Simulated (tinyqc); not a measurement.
Worked calculation: Hueckel theory of the pi electrons, for the molecule C1=CC=CC=CC=C1 (SMILES; centres numbered as the heavy atoms are written). Computed by tinyqc, a small Python program that keeps every step. Settings: charge = 0. Command: `OMP_NUM_THREADS=1 python tinyqc.py 26550 26551 out.jsonl` (the two numbers bound the seeds that draw the settings). One thread of a shared host (Intel(R) Xeon(R) Processor @ 2.60GHz), about 0.01 s of CPU time with the checks.

## The Hueckel matrix

Centres:
```
centre  z_r, pi electrons of the neutral centre         h
1C                                            1  0.000000
2C                                            1  0.000000
3C                                            1  0.000000
4C                                            1  0.000000
5C                                            1  0.000000
6C                                            1  0.000000
7C                                            1  0.000000
8C                                            1  0.000000
```

Bonds:
```
i  j  k
1  2  1
2  3  1
3  4  1
4  5  1
5  6  1
6  7  1
7  8  1
8  1  1
```

H_rr = alpha + h_r beta, H_rs = k_rs beta for bonded centres.

Hueckel matrix in units of beta (H = alpha + beta A), lower triangle:
```
          1C        2C        3C        4C        5C        6C        7C        8C
1C  0.000000
2C  1.000000  0.000000
3C  0.000000  1.000000  0.000000
4C  0.000000  0.000000  1.000000  0.000000
5C  0.000000  0.000000  0.000000  1.000000  0.000000
6C  0.000000  0.000000  0.000000  0.000000  1.000000  0.000000
7C  0.000000  0.000000  0.000000  0.000000  0.000000  1.000000  0.000000
8C  1.000000  0.000000  0.000000  0.000000  0.000000  0.000000  1.000000  0.000000
```

## Orbitals

pi electrons, sum of z_r less the charge = 8

Diagonalise; E = alpha + x beta with beta < 0, so the largest x are filled first; degenerate levels share their electrons. P = sum n_i c_ri c_si; each orbital has its largest coefficient positive (the first on a tie).

x values: 2.000000  1.414214  1.414214  0.000000  0.000000  -1.414214  -1.414214  -2.000000

occupations: 2.000000  2.000000  2.000000  1.000000  1.000000  0.000000  0.000000  0.000000

coefficients:
```
         MO1        MO2        MO3        MO4        MO5        MO6        MO7        MO8
1C  0.353553  -0.064085   0.495876   0.183108   0.465265   0.000000   0.500000   0.353553
2C  0.353553   0.305322   0.395952   0.465265  -0.183108  -0.353553  -0.353553  -0.353553
3C  0.353553   0.495876   0.064085  -0.183108  -0.465265   0.500000   0.000000   0.353553
4C  0.353553   0.395952  -0.305322  -0.465265   0.183108  -0.353553   0.353553  -0.353553
5C  0.353553   0.064085  -0.495876   0.183108   0.465265   0.000000  -0.500000   0.353553
6C  0.353553  -0.305322  -0.395952   0.465265  -0.183108   0.353553   0.353553  -0.353553
7C  0.353553  -0.495876  -0.064085  -0.183108  -0.465265  -0.500000   0.000000   0.353553
8C  0.353553  -0.395952   0.305322  -0.465265   0.183108   0.353553  -0.353553  -0.353553
```

charge and bond-order matrix P, lower triangle:
```
           1C         2C         3C         4C         5C        6C        7C        8C
1C   1.000000
2C   0.603553   1.000000
3C   0.000000   0.603553   1.000000
4C  -0.103553   0.000000   0.603553   1.000000
5C   0.000000  -0.103553   0.000000   0.603553   1.000000
6C  -0.103553   0.000000  -0.103553   0.000000   0.603553  1.000000
7C   0.000000  -0.103553   0.000000  -0.103553   0.000000  0.603553  1.000000
8C   0.603553   0.000000  -0.103553   0.000000  -0.103553  0.000000  0.603553  1.000000
```

Within a degenerate level the vectors are fixed only up to a rotation; this is one choice.

## Energy, charges, bond orders

E = sum n x; q_r = z_r - P_rr; bond order p = P_rs; free valence = sqrt(3) - sum of p over the bonds of the atom.

pi energy = 8 alpha + this times beta = 9.656854

pi charges: 1C 0.000000, 2C 0.000000, 3C 0.000000, 4C 0.000000, 5C 0.000000, 6C 0.000000, 7C 0.000000, 8C 0.000000

Bond orders and lengths from R = 1.517 - 0.180 p (angstrom, C-C alone):
```
bond         p         R
1-2   0.603553  1.408360
2-3   0.603553  1.408360
3-4   0.603553  1.408360
4-5   0.603553  1.408360
5-6   0.603553  1.408360
6-7   0.603553  1.408360
7-8   0.603553  1.408360
8-1   0.603553  1.408360
```

free valence of the carbons: 1C 0.524944, 2C 0.524944, 3C 0.524944, 4C 0.524944, 5C 0.524944, 6C 0.524944, 7C 0.524944, 8C 0.524944

gap between the highest filled and the next level = 1.414214 |beta|
